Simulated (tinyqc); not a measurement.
Worked calculation: Ewald sum of point charges, simple cubic in a neutralising background, strained along z by a factor 1.13, lattice. Computed by tinyqc, a small Python program that keeps every step. Command: `OMP_NUM_THREADS=1 python tinyqc.py 25388 25389 out.jsonl` (the two numbers bound the seeds that draw the settings). One thread of a shared host (Intel(R) Xeon(R) Processor @ 2.60GHz), about 0.03 s of CPU time with the checks.

## Ewald sum with eta = 0.601 1/bohr

cell vectors (rows) (bohr):
```
,1,2,3
1,6.650000,0.000000,0.000000
2,0.000000,6.650000,0.000000
3,0.000000,0.000000,7.514000
```

Charges:
```
q,f1,f2,f3
1.000000,0.000000,0.000000,0.000000
```

Real space: 1/2 sum q_i q_j erfc(eta r)/r over all images with r > 0; reciprocal space: (2 pi/V) sum_(G != 0) exp(-G^2/4 eta^2)/G^2 |S(G)|^2 with S(G) = sum q exp(i G.r); self term -eta/sqrt(pi) sum q^2; background -pi Q^2/(2 V eta^2), Q the total charge.

Real-space shells (first ones):
```
r (bohr),pairs,sum (hartree)
6.650000,4,4.77e-09
7.514000,2,2.26e-11
9.404520,4,0
```

Reciprocal shells (first ones that count):
```
G^2 (1/bohr^2),vectors,sum (hartree)
0.699226,2,0.033335
0.892722,4,0.045674
1.591948,8,0.031572
1.785445,4,0.012311
2.484671,8,0.010905
2.796903,2,0.001951
3.570890,4,0.001789
3.689625,8,0.003189
4.270115,8,0.001844
4.463612,8,0.001543
4.582347,8,0.001384
5.162838,16,0.001644
```

## The total does not depend on eta

The same sums for other eta.

Totals (hartree per cell):
```
eta,real,reciprocal,self,background,total
0.601000,4.79e-09,0.148395,-0.339078,-0.013087,-0.20377073
0.816000,0,0.263707,-0.460379,-0.007099,-0.20377073
1.008000,0,0.369585,-0.568703,-0.004652,-0.20377073
```

shortest distance = 6.650000 bohr
